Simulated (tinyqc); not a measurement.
Both approximations at x = 1/2: order-disorder in a binary alloy on two sublattices: Bragg-Williams and pair (quasi-chemical) approximations. Computed by tinyqc, a small Python program. Command: `OMP_NUM_THREADS=1 python tinyqc.py 3013986 3013987 out.jsonl order walk`. One thread of a shared host (Intel(R) Xeon(R) Processor @ 2.30GHz), about 0.01 s of CPU time with the checks.

All z = 6 neighbours of a site lie on the other sublattice. B fills the sublattices with x + eta/2 and x - eta/2; energies are per site, from the pure components: u = -z w y with y the probability of an A-B bond taken in one order.

Inputs (values chosen for the exercise, for a model alloy): ordering energy w = (e_AA + e_BB)/2 - e_AB = 16.3 meV; fraction x of B = 0.45.

Lattice: simple cubic (z = 6).

Constants: k_B = 8.617333262e-05 eV/K.

Method. Bragg-Williams: k_B T_c = 2 z w x (1 - x). Pair approximation at x = 1/2: k_B T_c = w/ln(z/(z - 2)). At x = 1/2 the alloy is an Ising model with K = w/(2 k_B T). Bragg-Williams: eta = tanh(z K eta), neighbour correlation -eta^2. Pair: h = (z - 1) artanh(tanh K tanh h), eta = tanh(z h/(z - 1)), correlation -(tanh K + tanh^2 h)/(1 + tanh K tanh^2 h). T is given in units of the Bragg-Williams T_c at x = 1/2, z w/(2 k_B).

T_c, pair approximation at x = 1/2 = 466.510 K

Order and neighbour correlation:
```
T/T_c   T (K)  eta, Bragg-Williams  correlation, Bragg-Williams  eta, pair  correlation, pair
0.30   170.24              0.99741                     -0.99483    0.99728           -0.99464
0.45   255.36              0.97398                     -0.94863    0.96897           -0.94178
0.55   312.10              0.93553                     -0.87521    0.91387           -0.84867
0.65   368.85              0.87207                     -0.76050    0.80308           -0.68837
0.75   425.60              0.77552                     -0.60143    0.57532           -0.44235
0.85   482.34              0.62950                     -0.39627    0.00000           -0.19360
0.95   539.09              0.37949                     -0.14401    0.00000           -0.17366
1.10   624.21              0.00000                      0.00000    0.00000           -0.15037
1.50   851.19              0.00000                      0.00000    0.00000           -0.11066
```

What does the comparison show, and why?

The pair approximation loses long-range order between T/T_c = 0.75 and 0.85, at 467 K, and keeps a correlation of -0.111 in the last row. At its own T_c the correlation is -1/(z - 1) = -0.200, so the fewer the neighbours, the more of the ordering energy is released above T_c.
